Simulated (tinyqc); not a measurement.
# Schottky diode by thermionic emission with image-force lowering and series resistance, step by step

Computed by the program tinyqc: `OMP_NUM_THREADS=1 python tinyqc.py 2640051 2640052 out.jsonl`, one thread of a shared Intel Xeon 2.30GHz, about 0.01 s for the whole run. Printed values are rounded.

Metal on an n-type semiconductor with one parabolic valley; V > 0 is forward bias (metal positive). I = I0 [exp(Vj/(n Vt)) - 1] with Vj = V - I Rs; I0 = S A* T^2 exp(-(phi - dphi)/Vt), the lowering dphi taken at zero bias.

Values chosen for this exercise; band and dielectric values those of a made-up semiconductor: temperature T = 400 K; electron mass me = 0.0767 m0; relative permittivity eps_r = 12.5; barrier height seen from the metal phi = 0.52 eV; donor density Nd = 7.2e15 cm^-3; area S = 3.7e-5 cm^2; ideality factor n = 1.2; series resistance Rs = 0.61 ohm; applied bias V = 0.43 V.

Constants: q = 1.602176634e-19 C, kB = 1.380649e-23 J/K, h = 6.62607015e-34 J s, m0 = 9.1093837015e-31 kg, Vt = kB T/q, eps0 = 8.8541878128e-14 F/cm where lengths are in cm. Results are converted to the units shown.

Range of the model: At the applied forward bias V the junction voltage comes within 3 Vt of Vbi (or passes it), where the depletion layer is gone and the emission formula overstates the current.

## Saturation current

A* = 4 pi q me m0 kB^2/h^3 (times 1e-4 for A/(cm^2 K^2)); Nc = 2 (2 pi me m0 kB T/h^2)^1.5 (times 1e-6 for cm^-3); xi = Vt ln(Nc/Nd), Vbi = phi - xi; surface field Em = sqrt(2 q Nd (Vbi - V - Vt)/(eps0 eps_r)); dphi = sqrt(q Em/(4 pi eps0 eps_r)). Here V = 0 in Em.

A* = 9.217287 A/(cm^2 K^2)
Nc = 8.206787e17 cm^-3
Vbi = 0.3567515 V
Em = 25.91942 kV/cm
dphi = 17.27959 meV
I0 = 2.528870e-5 A

The lowering raises I0 by a factor of 1.65.

## Iteration 1: junction voltage

Vj at the start = 0.43 V

Newton step for g(Vj) = Vj + Rs I0 [exp(Vj/(n Vt)) - 1] - V = 0: Vj(new) = Vj - g/g', g' = 1 + Rs I0 exp(Vj/(n Vt))/(n Vt).

Vj after iteration 1 = 0.3917710 V

## Iteration 2: junction voltage

As before.

Vj after iteration 2 = 0.3640337 V

## Course of the iteration

Stop when Vj changes by less than 1e-10 V, or after 50 iterations.

Course of the iteration:
```
iteration,Vj (V),change (V)
1,0.3917710,0.0382
2,0.3640337,0.0277
3,0.3535483,0.0105
4,0.3525114,1.04e-3
5,0.3525028,8.62e-6
6,0.3525028,5.86e-10
7,0.3525028,0
```

Converged in 7 iterations.

## Current and small-signal resistance

converged Vj = 0.3525028 V

I = I0 [exp(Vj/(n Vt)) - 1], dV/dI = Rs + n Vt/(I + I0).

I = 127.0446 mA
drop over Rs = 0.07749722 V
dV/dI = 0.9355153 ohm
